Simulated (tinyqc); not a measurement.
# Resistance of a tapered via with liner, size effect and interface, step by step

Numbers from tinyqc (`OMP_NUM_THREADS=1 python tinyqc.py 2750038 2750039 out.jsonl`; about 0.01 s on one thread of a shared Intel Xeon 2.30GHz). Printed values are rounded.

A round via whose diameter grows from db at the bottom as D(z) = db + 2 z/tan(ang). The fill, of diameter D - 2 tl, starts above the bottom liner (thickness fb tl) and has rho = rho0 (1 + ks lam/(D - 2 tl)); the sidewall liner conducts in parallel with it. The bottom liner and the interface are crossed over the full area pi db^2/4. Spreading in the lines above and below is left out.

Inputs (values chosen for the exercise); fill metal close to ruthenium: diameter at the bottom db = 21 nm; height hv = 31 nm; sidewall angle ang = 87 degrees; bulk resistivity of the fill rho0 = 7.99 uohm cm; mean free path of the fill lam = 6.45 nm; size-effect factor ks = 1.2; liner on the sidewall tl = 0.2 nm; liner at the bottom over that on the sidewall fb = 0.5; resistivity of the liner rl = 330 uohm cm; interface resistivity at the bottom ri = 3.7e-12 ohm cm^2; ballistic conductance per area, about 3/(4 rho0 lam) Sb = 1.5e15 S/m^2.

## Slices of the via

Slices between z0 = fb tl and hv, evaluated at their midpoints: conductance per length pi/4 [(D - 2 tl)^2/rho + (D^2 - (D - 2 tl)^2)/rl], slice resistance = slice height over that. 10 slices.

```
slice    z (nm)    D (nm)  rho (uohm cm)  slice resistance (ohm)
0         1.645  21.17242       10.96715               0.9986821
1         4.735  21.49630       10.92144               0.9642421
2         7.825  21.82018       10.87712               0.9315300
3      10.91500  22.14406       10.83411               0.9004334
4      14.00500  22.46794       10.79237               0.8708485
5      17.09500  22.79182       10.75184               0.8426801
6      20.18500  23.11570       10.71246               0.8158398
7      23.27500  23.43958       10.67419               0.7902465
8      26.36500  23.76346       10.63698               0.7658246
9      29.45500  24.08734       10.60079               0.7425046
```

## Total resistance

R_fill = sum of the slices; R_bottom = rl fb tl/(pi db^2/4); R_interface = ri/(pi db^2/4); ballistic (Sharvin) limit 1/(Sb pi (db - 2 tl)^2/4); ideal cylinder rho0 hv/(pi db^2/4).

parts (ohm): fill 8.622832, bottom liner 0.9527643, interface 1.068251
R = 10.64385 ohm
shares (%): fill 81.01236, bottom liner 8.95132, interface 10.03632
ballistic limit = 2.000251 ohm
ideal cylinder = 7.151218 ohm

The fill is the largest part, and R is 1.49 times the ideal cylinder. With 2000 slices R = 10.644 ohm.
